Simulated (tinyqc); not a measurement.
# Small-signal admittance of a forward-biased p+-n diode: effects of single changes

Holes injected into a neutral base of width wb with an ohmic contact at its end; low injection, p0 far above the equilibrium density. A small voltage v exp(i w t), w = 2 pi f, modulates the edge density by p0 v/Vt, and the small-signal density obeys Dp d2p/dx2 = (1/tau + i w) p.

Values chosen for this exercise; permittivity close to that of silicon:
```
symbol,value,unit,meaning
T,275,K,temperature
eps_r,11.7,,relative permittivity
Nd,7.9e16,cm^-3,donor density of the base
Dp,9.8,cm^2/s,hole diffusion coefficient
tau,3e-6,s,hole lifetime
wb,120,um,width of the neutral base
p0,1.9e14,cm^-3,excess hole density at the junction edge
Na,4e19,cm^-3,acceptor density of the p+ side
Rs,0.0064,ohm cm^2,series resistance
f,1.3e5,Hz,signal frequency
```

Constants: q = 1.602176634e-19 C, kB = 1.380649e-23 J/K, Vt = kB T/q, eps0 = 8.8541878128e-14 F/cm where lengths are in cm. Results are converted to the units shown.

Each table varies one quantity; the others keep the values above.

## Admittance against frequency

L = sqrt(Dp tau); direct current J = (q Dp p0/L) coth(wb/L); k = sqrt(1 + i w tau)/L; diffusion admittance Y = (q Dp p0/Vt) k coth(k wb) = G + i w C_diff; junction capacitance C_j = sqrt(q eps0 eps_r Nd/(2 Vr)) in the depletion approximation, with the remaining barrier Vr = Vt ln(Na/p0), a rough value under forward bias; base-width modulation is left out. Measured admittance 1/[Rs + 1/(Y + i w C_j)].

The same in every row: C_j (uF/cm^2) = 0.15023.

Admittance against frequency:

| f (Hz) | w tau | G (S/cm^2) | C_diff (uF/cm^2) | measured G (S/cm^2) | measured C (uF/cm^2) | phase of the measured Y (degrees) |
|---|---|---|---|---|---|---|
| 200 | 0.0037699 | 2.3779 | 3.1892 | 2.3423 | 3.2401 | 0.099597 |
| 700 | 0.013195 | 2.3780 | 3.1892 | 2.3423 | 3.2401 | 0.34858 |
| 3000 | 0.056549 | 2.3785 | 3.1887 | 2.3429 | 3.2396 | 1.4930 |
| 10000 | 0.18850 | 2.3845 | 3.1835 | 2.3489 | 3.2342 | 4.9445 |
| 50000 | 0.94248 | 2.5308 | 3.0574 | 2.4966 | 3.1061 | 21.348 |
| 2e5 | 3.7699 | 3.6338 | 2.2320 | 3.6048 | 2.2744 | 38.410 |
| 9e5 | 16.965 | 6.9640 | 1.1611 | 6.9750 | 1.1993 | 44.196 |
| 4e6 | 75.398 | 14.350 | 0.56345 | 14.708 | 0.59213 | 45.337 |
| 2e7 | 376.99 | 31.918 | 0.25332 | 35.290 | 0.25942 | 42.731 |

G starts at J/Vt = 2.38 S/cm^2 and C_diff at (J tau/(2 Vt))(1 - 2 x/sinh 2x) = 3.19 uF/cm^2, x = wb/L = 2.21. Between the last two rows G goes as f^(0.50) and C_diff as f^(-0.50); the limits are 1/2 and -1/2, reached when the signal penetrates only sqrt(Dp/w). The measured C is 3.0 % below C_diff + C_j in the first row and 36 % below it in the last, the difference being due to Rs.

## Effect of the excess hole density at the junction edge

Same model as above.

The same in every row: w tau = 2.450.

Effect of the excess hole density at the junction edge:

| p0 (cm^-3) | G (S/cm^2) | C_diff (uF/cm^2) | C_j (uF/cm^2) | measured G (S/cm^2) | measured C (uF/cm^2) | phase of the measured Y (degrees) |
|---|---|---|---|---|---|---|
| 8e9 | 1.312e-4 | 1.089e-4 | 0.1113 | 1.842e-4 | 0.1114 | 89.88 |
| 8e10 | 0.001312 | 0.001089 | 0.1175 | 0.001372 | 0.1186 | 89.19 |
| 8e11 | 0.01312 | 0.01089 | 0.1249 | 0.01320 | 0.1358 | 83.21 |
| 8e12 | 0.1312 | 0.1089 | 0.1339 | 0.1314 | 0.2424 | 56.43 |
| 8e13 | 1.312 | 1.089 | 0.1452 | 1.308 | 1.213 | 37.16 |
| 8e14 | 13.12 | 10.89 | 0.1599 | 12.51 | 9.375 | 31.46 |
| 8e15 | 131.2 | 108.9 | 0.1802 | 78.76 | 29.39 | 16.95 |

Read the table: what changes, and by how much?

As p0 goes from 8e9 to 8e15, G rises from 1.31e-4 to 131 S/cm^2, C_diff rises from 1.09e-4 to 109 uF/cm^2 and the measured C rises from 0.111 to 29.4 uF/cm^2. C_diff exceeds C_j for p0 = 8e13, 8e14, 8e15.

Numbers from tinyqc (`OMP_NUM_THREADS=1 python tinyqc.py 2890225 2890226 out.jsonl`; about 0.01 s on one thread of a shared Intel Xeon 2.30GHz).
